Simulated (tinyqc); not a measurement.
# Double-gate transistor, scale length and short-channel effects: two studies

A body of thickness ts between two insulators of thickness ti and two tied gates. Below threshold the potential that source and drain add obeys Laplace's equation and vanishes on the gate. Its lowest mode decays along the channel as exp(-k y); k is the smallest positive root of the matching condition at the interface, and the scale length is Lambda = pi/k.

Values chosen for this exercise; permittivities: semiconductor made up, insulator close to that of aluminium oxide:
- T = 350 K (temperature)
- eps_r = 10.1 (relative permittivity of the semiconductor)
- ei = 8.73 (relative permittivity of the insulator)
- ti = 3.6 nm (insulator thickness)
- ts = 8.6 nm (body thickness)
- L = 48 nm (channel length)
- Vbi = 0.87 V (potential of the source)
- sT = 0.65 V (potential of the barrier top at threshold)
- Vds = 0.7 V (drain voltage)

Constants: q = 1.602176634e-19 C, kB = 1.380649e-23 J/K, Vt = kB T/q. Results are converted to the units shown.

Each table varies one quantity; the others keep the values above.

## Effect of the insulator thickness

k is the smallest positive root of f(k) = ei cos(k ti) cos(k ts/2) - eps_r sin(k ti) sin(k ts/2). Along the channel psi(y) = s + a exp(y/l) + b exp(-y/l) with psi(0) = Vbi, psi(L) = Vbi + Vds and l = 1/k = Lambda/pi; with A = Vbi - s, B = A + Vds, x = exp(-L/l): a = (B - A x) x/(1 - x^2), b = (A - B x)/(1 - x^2). The minimum is s + 2 sqrt(a b), at y = (l/2) ln(b/a). The long-channel potential follows the gate as s = sT + (Vg - VTL)/m, and the threshold VT is the gate voltage at which the minimum equals sT. Swing = m Vt ln 10/g at threshold, g = d(minimum)/ds = 1 - (b x + a)/((1 + x) sqrt(a b)). DIBL = [VT(0.05 V) - VT(Vds)]/(Vds - 0.05 V). sT and Vbi are held fixed; m = 1.

Effect of the insulator thickness:
```
ti (nm),Lambda (nm),L/Lambda,VT - VTL at Vds (mV),DIBL (mV/V),swing (mV/decade)
1.2,11.344,4.2315,-1.1719,0.82687,69.676
1.6,12.236,3.9228,-1.9071,1.3463,69.820
2,13.118,3.6591,-2.8938,2.0442,70.012
2.6,14.423,3.3280,-4.8949,3.4623,70.400
3.4,16.137,2.9746,-8.6134,6.1070,71.117
4.4,18.246,2.6308,-15.035,10.701,72.345
5.8,21.157,2.2688,-27.385,19.623,74.668
```

What does the comparison show?

As ti goes from 1.2 to 5.8 nm, Lambda rises from 11.3 to 21.2 nm, DIBL rises from 0.827 to 19.6 mV/V and the swing rises from 69.7 to 74.7 mV a decade. On average Lambda goes as ti^(0.40).

## Effect of the body thickness

Same model as above.

Results:
```
ts (nm),Lambda (nm),L/Lambda,VT - VTL at Vds (mV),DIBL (mV/V),swing (mV/decade)
3.4,11.04,4.348,-0.9748,0.6877,69.64
4.3,12.02,3.994,-1.704,1.203,69.78
5.3,13.09,3.667,-2.860,2.020,70.01
6.7,14.57,3.293,-5.172,3.659,70.45
10,18.01,2.665,-14.21,10.11,72.19
13,21.09,2.276,-27.05,19.38,74.61
```

Estimate the missing row, ts = 8.3 nm.

Computed row:
```
ts (nm),Lambda (nm),L/Lambda,VT - VTL at Vds (mV),DIBL (mV/V),swing (mV/decade)
8.3,16.25,2.954,-8.903,6.314,71.17
```

With this row back in the table: As ts goes from 3.4 to 13 nm, Lambda rises from 11.0 to 21.1 nm, DIBL rises from 0.688 to 19.4 mV/V and the swing rises from 69.6 to 74.6 mV a decade. On average Lambda goes as ts^(0.48). At ts = 3.4 nm the semiconductor is under 4 nm thick, where quantum confinement shifts the threshold.

Numbers from tinyqc (`OMP_NUM_THREADS=1 python tinyqc.py 2420154 2420155 out.jsonl`; about 0.01 s on one thread of a shared Intel Xeon 2.30GHz).
